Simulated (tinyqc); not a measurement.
# Changing the film thickness h

Model: thermal stress, cracking, delamination and buckling of a thin film; Griffith cracks and misfitting inclusions. Computed by tinyqc, a small Python program. Command: `OMP_NUM_THREADS=1 python tinyqc.py 3001923 3001924 out.jsonl filmcrack sweep`. One thread of a shared host (Intel(R) Xeon(R) Processor @ 2.30GHz), about 0.01 s of CPU time with the checks.

Isotropic linear elasticity; the substrate is much thicker than the film; stress is positive in tension.

Inputs (values chosen for the exercise, modelled on a porous low-k oxide on silicon):
```
quantity,value,unit
film Young's modulus E,8.3,GPa
film Poisson ratio nu,0.26,-
film expansion alpha_f,12.3,1e-6/K
substrate expansion alpha_s,3.3,1e-6/K
deposition temperature T_d,525,K
final temperature T,300,K
intrinsic stress,-2.5,MPa
film toughness Gamma_f,3.57,J/m^2
interface toughness Gamma_i,2.5,J/m^2
substrate Young's modulus E_s,134,GPa
substrate Poisson ratio nu_s,0.23,-
```

Method:
- Thermal strain = (alpha_f - alpha_s)(T_d - T); stress = E/(1 - nu) x strain + intrinsic stress; plane-strain modulus Ebar = E/(1 - nu^2); G0 = stress^2 h/(2 Ebar) is the energy freed per area when a long strip loses its stress across its width.
- Dundurs alpha = (Ebar - Ebar_s)/(Ebar + Ebar_s), with Ebar_s = E_s/(1 - nu_s^2). The channel-crack factor is taken as g = 1.258 (1 - alpha)^(-0.7), a rough interpolation chosen for the exercise (1.258 is the value for matched materials).
- Channel crack through the film: G = pi g G0, critical thickness where G = Gamma_f. Steady delamination from an edge: G = G0, critical thickness where G = Gamma_i.

One run for each value:
```
film thickness h (micrometre),G0 (J/m^2),driving force for channelling (J/m^2)
0.03,6.884e-04,1.748e-03
0.062,1.423e-03,3.612e-03
0.13,2.983e-03,7.574e-03
0.26,5.967e-03,1.515e-02
0.55,1.262e-02,3.205e-02
1.1,2.524e-02,6.409e-02
2.3,5.278e-02,1.340e-01
4.8,1.102e-01,2.797e-01
10,2.295e-01,5.827e-01
```

What does the table show, and why?

Over the rows, G0 (J/m^2) rises from 6.88e-4 to 0.229 (exponent d ln y / d ln x about 1.00 throughout); driving force for channelling (J/m^2) rises from 0.00175 to 0.583 (exponent d ln y / d ln x about 1.0 throughout). The exponent of G0 stays at 1: stored energy per area. Rows above the film toughness of 3.57 J/m^2 crack: 0 of 9.

Extremes, crossings and ranges named in words are read from the listed rows.
